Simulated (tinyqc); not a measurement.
Strain-driven crossing of the Gamma and L valleys in a germanium-like crystal alloyed with tin, step by step. Values are carried at full precision from step to step, so a last printed digit may differ when a step is redone from the rounded ones.

With tin the unstrained gaps become E(y) = (1 - y) E + y EgS - CS y (1 - y); all other values are kept.
Constants: kB = 8.617333262e-05 eV/K; hc = 1239.841984 eV nm.

Values chosen for the exercise (near those of Ge, gaps at low temperature; shifted at random, so the results belong to these values and not to a real crystal): Eg = 0.914 eV (gap at Gamma to the s-like level); EgL = 0.758 eV (gap to L); EgS = (-0.365, 0.081) eV (Gamma and L gaps of the tin end); CS = (2.11, 0.92) eV (bowing of the Gamma and L gaps); y = 0.034 (tin fraction); C11 = 129.4 GPa; C12 = 48.8 GPa; C44 = 65.7 GPa; load = biaxial (110) (kind of strain); e0 = 0.0033 (size of the strain); Dso = 0.287 eV (spin-orbit splitting); ac = -8.33 eV (conduction deformation potential); av = 1.26 eV (valence hydrostatic potential); b = -2.56 eV (tetragonal shear potential); d = -5.3 eV (trigonal shear potential); aL = -1.41 eV (hydrostatic potential of the L edge, Xd + Xu/3); XuL = 16.79 eV (uniaxial potential, L); mG = 0.039 m0 (mass at Gamma); mL = 0.539 m0 (density-of-states mass of the four L valleys together); T = 200 K (temperature).

## Gaps of the unstrained alloy

Give both gaps, their difference, and the y at which they cross (the root of a quadratic between 0 and 0.3).

Gamma and L gaps (eV): 0.8012  0.7048

Gamma - L = 0.0964 eV
crossing y = 0.0928

Without strain the alloy is indirect.

## The strain tensor for a biaxial (110) load

Biaxial loads: e0 is the in-plane strain e_par and the normal is free. (001): e_perp = -2 (C12/C11) e_par; exx = eyy = e_par, ezz = e_perp, no shear. (111): e_perp = -(2 C11 + 4 C12 - 4 C44)/(C11 + 2 C12 + 4 C44) e_par; exx = eyy = ezz = (2 e_par + e_perp)/3 and exy = eyz = ezx = (e_perp - e_par)/3. (110): e_perp = -(C11 + 3 C12 - 2 C44)/(C11 + C12 + 2 C44) e_par; exx = eyy = (e_par + e_perp)/2, ezz = e_par, exy = (e_perp - e_par)/2, eyz = ezx = 0. Uniaxial loads: a stress along n, scaled so that n.e.n = e0, with exx = s11 sxx + s12 (syy + szz), exy = s44 sxy/2, s11 = (C11 + C12)/((C11 - C12)(C11 + 2 C12)), s12 = -C12/((C11 - C12)(C11 + 2 C12)), s44 = 1/C44.

Form the tensor and its trace.

strain tensor in the cubic axes:
```
           x          y         z
x   0.000880  -0.002420  0.000000
y  -0.002420   0.000880  0.000000
z   0.000000   0.000000  0.003300
```

tr(e) = 0.005061

## Band edges

Edges from the unstrained valence top: Gamma at Eg + ac tr(e); an L valley with unit axis u at EgL + aL tr(e) + XuL (u.e.u - tr(e)/3), u along [111], [1-1-1], [-11-1], [-1-11]; valence edges are the levels of the 6 x 6 matrix of X, Y, Z times spin with -Dso/3 + l exx + m (eyy + ezz) on the diagonal (cyclic), n exy off it, l = av + 2 b, m = av - b, n = sqrt(3) d. Spin-orbit term (Dso/3) L.sigma on X, Y, Z with (L_k)_ij = -i epsilon_kij: <X+|H|Y+> = -i Dso/3, <X+|H|Z-> = Dso/3, <Y+|H|Z-> = -i Dso/3, <Z+|H|X-> = -Dso/3, <Z+|H|Y-> = i Dso/3, <X-|H|Y-> = i Dso/3, and their conjugates; + and - are the spin along z.

Give the edges and the direct and indirect gaps from the top valence edge.

Gamma edge = 0.7591 eV

L edges (eV): [111] 0.6705, [1-1-1] 0.7247, [-11-1] 0.7247, [-1-11] 0.6705

valence edges from the top (eV): 0.0219  -0.0078  -0.2820

direct and indirect gap (eV): 0.7371  0.6486

The gap is indirect: Gamma lies 89 meV above the lowest L valley. The top two valence edges are 30 meV apart.

## Electrons in the Gamma valley

Non-degenerate, parabolic: share = mG^(3/2)/(mG^(3/2) + (mL^(3/2)/4) sum_i exp(-(E_Li - E_Gamma)/kT)). Also the offset at which four equal L valleys hold half of the electrons, kT ln((mL/mG)^(3/2)), and the wavelength hc/E of the direct gap.

(mL/mG)^(3/2) = 51.38
share in Gamma = 0.0220 %
offset for an even split = 67.9 meV
wavelength = 1682 nm

With the L valleys as they lie here, Gamma must be 57 meV below the lowest of them to hold half of the electrons at 200 K; it lies 89 meV above. A direct gap alone is not enough.

## Checks

- Gamma and lowest L edge at e0 = 0.04010, where the linear shifts make them meet (eV): both 0.2890.

Run: tinyqc, `OMP_NUM_THREADS=1 python tinyqc.py 1080192 1080193 out.jsonl`; Intel(R) Xeon(R) Processor @ 2.30GHz, one thread, shared host; about 0.01 s of CPU time with all checks.
